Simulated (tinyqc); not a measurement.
Floating body of a partially depleted SOI transistor: body voltage and kink: two steps of the calculation.

Source at 0 V. Channel current Ic = 2 nf K Vt^2 [F(0) - F(Vd)](1 + la Vd), F(V) = ln^2(1 + exp((Vg - VT - nf V)/(2 nf Vt))), VT = VT0 - gb Vb. Saturation voltage Vs = 2 Vt sqrt(F(0)) + 3 Vt, excess Ve = (Vd - Vs + sqrt((Vd - Vs)^2 + 0.0004 V^2))/2, multiplication M1 = Ai Ve exp(-Bl/Ve). Each junction passes D(v) = J1 (exp(v/Vt) - 1) + J2 (exp(v/(2 Vt)) - 1). Bipolar current Ib = bb J1 (exp(Vb/Vt) - 1). The body settles where M1 (Ic + Ib) = D(Vb) + D(Vb - Vd) + Vb/Rb; drain current Id = (1 + M1)(Ic + Ib) - D(Vb - Vd).

Parameters, values chosen for the exercise; values of the order met in partially depleted silicon-on-insulator transistors: temperature T = 300 K; threshold at zero body voltage VT0 = 0.49 V; fall of the threshold per volt of body voltage gb = 0.35; slope factor nf = 1.48; gain factor per width K = 360 uA/(V^2 um); channel-length modulation factor la = 0.03 1/V; impact-ionisation prefactor Ai = 3.83 1/V; impact-ionisation voltage Bl = 4.1 V; diffusion saturation current of each junction J1 = 6.6e-12 uA/um; recombination saturation current of each junction J2 = 5.1e-9 uA/um; gain of the lateral bipolar transistor on the diffusion current bb = 1; resistance of a weak body tie to the source (1e9 stands for no tie, and the term is then dropped) Rb = 1e9 kohm um; gate voltage Vg = 0.81 V; drain voltage Vd = 1.1 V.

Constants: q = 1.602176634e-19 C, kB = 1.380649e-23 J/K, Vt = kB T/q. Results are converted to the units shown.

Task 1. New Vb. Current into the body I_in = M1 (Ic + Ib) - D(Vb - Vd), current out I_out = D(Vb) + Vb/Rb; f = ln(I_in/I_out), s = df/dVb by central differences over 1e-5 V, Vb(new) = Vb - f/s.

Vb after iteration 1 = 0.60918430 V

Wanted: Ic; Ve; M1; I_in; I_out; f; s; Vb after iteration 2.

Result 1.

Ic = 35.73 uA/um
Ve = 0.6623 V
M1 = 0.005195
I_in = 0.1862 uA/um
I_out = 0.1137 uA/um
f = 0.4928
s = -39.70 1/V
Vb after iteration 2 = 0.6216 V

Task 2. Drain current with floating and with grounded body. Id and VT at the converged Vb, Id at Vb = 0, their ratio, and the bipolar share Ib/(Ic + Ib).

converged Vb = 0.62159803 V

Find: VT; Id, floating; Id, grounded; ratio; bipolar share.

Result 2.

VT = 0.27244 V
Id, floating = 36.680 uA/um
Id, grounded = 13.205 uA/um
ratio = 2.7778
bipolar share = 0.50081 %

The body rises to 0.622 V and lowers the threshold by 218 mV.

Range of the model: The multiplication law is an empirical form chosen for the exercise; self-heating and capacitive coupling to the body are left out, and the linear laws are rough once Vb passes about 0.7 V or M1 about 0.1.

Numbers from tinyqc (`OMP_NUM_THREADS=1 python tinyqc.py 2182055 2182056 out.jsonl`; about 0.2 s on one thread of a shared Intel Xeon 2.30GHz).
